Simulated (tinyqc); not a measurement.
Two regimes over temperature: microkinetic model of low-temperature epitaxy from hydride gases: adsorption, hydrogen desorption and rate control. Computed by tinyqc, a small Python program. Command: `OMP_NUM_THREADS=1 python tinyqc.py 3025958 3025959 out.jsonl hepi walk`. One thread of a shared host (Intel(R) Xeon(R) Processor @ 2.30GHz), about 0.01 s of CPU time with the checks.

Each hydride molecule needs two free sites and leaves four hydrogen atoms, of which two leave at once as H2; theta is the hydrogen coverage, the site density is 6.78 per nm^2 and one layer is 1.358 angstrom thick.

Inputs (values chosen for the exercise, close to those used for silane and germane on Si(001)):
```
quantity,value,unit
silane pressure p_S,0.055,Pa
sticking prefactor of silane s0,0.19,-
adsorption barrier E_s,0.27,eV
desorption prefactor nu_d,6.1e+12,1/s
desorption energy on silicon E_d,2.07,eV
hydrogen carrier pressure p_H,440,Pa
sticking of hydrogen s_H,4.3e-08,-
germane pressure p_G,0.0092,Pa
sticking ratio of germane to silane r_G,2.1,-
"lowering of E_d per unit germanium fraction, dE",0.44,eV
```

Film: silicon-germanium. Order of hydrogen desorption: first.

Constants: k_B = 8.617333262e-05 eV/K; u = 1.6605390666e-27 kg; k_B = 1.380649e-23 J/K.

Method:
- Flux per site F = p/(sqrt(2 pi M k_B T) x 6.78e18 per m^2), M = 32.12 u (silane), 76.63 u (germane), 2.016 u (hydrogen); s = s0 exp(-E_s/(k_B T)); k_S = s F_S, k_G = r_G s F_G; germanium fraction x = k_G/(k_S + k_G); k = k_S + k_G; k_H = s_H F_H; k_d = nu_d exp(-(E_d - dE x)/(k_B T)).
- With k the hydride and k_H the hydrogen adsorption rate on free pairs and k_d the desorption rate, steady state: 2 (k + k_H)(1 - theta)^2 = k_d theta; growth rate R = k (1 - theta)^2 layers/s; 1 layer/s = 8.148 nm/min.
- Temperatures in kelvin are T(C) + 273.15.
- Limits: desorption-limited R = k_d k/(2 (k + k_H)), adsorption-limited R = k.

Growth:
```
T (C),theta,G (nm/min),desorption limit (nm/min),adsorption limit (nm/min)
400,9.1671e-01,1.8240e-02,1.9897e-02,2.629
450,7.7105e-01,1.8343e-01,2.3790e-01,3.499
500,5.1655e-01,1.0468e+00,2.0266e+00,4.479
550,2.4241e-01,3.1866e+00,1.3145e+01,5.552
600,8.2655e-02,5.6413e+00,6.8252e+01,6.704
650,2.5512e-02,7.5194e+00,2.9474e+02,7.918
700,8.2793e-03,9.0301e+00,1.0907e+03,9.182
750,2.9422e-03,1.0419e+01,3.5411e+03,10.480
800,1.1455e-03,1.1775e+01,1.0280e+04,11.802
850,4.8434e-04,1.3125e+01,2.7099e+04,13.138
```

What follows from these numbers?

The apparent activation energy of G is 1.94 eV between the first rows and 0.23 eV between the last; full hydrogen cover gives a value near the desorption energy (plus E_s where k_H far exceeds k), a bare surface one near E_s less k_B T/2 from the flux. The coverage passes one half between 500 and 550 C, the knee of the Arrhenius plot.

Extremes, crossings and ranges named in words are read from the listed rows.
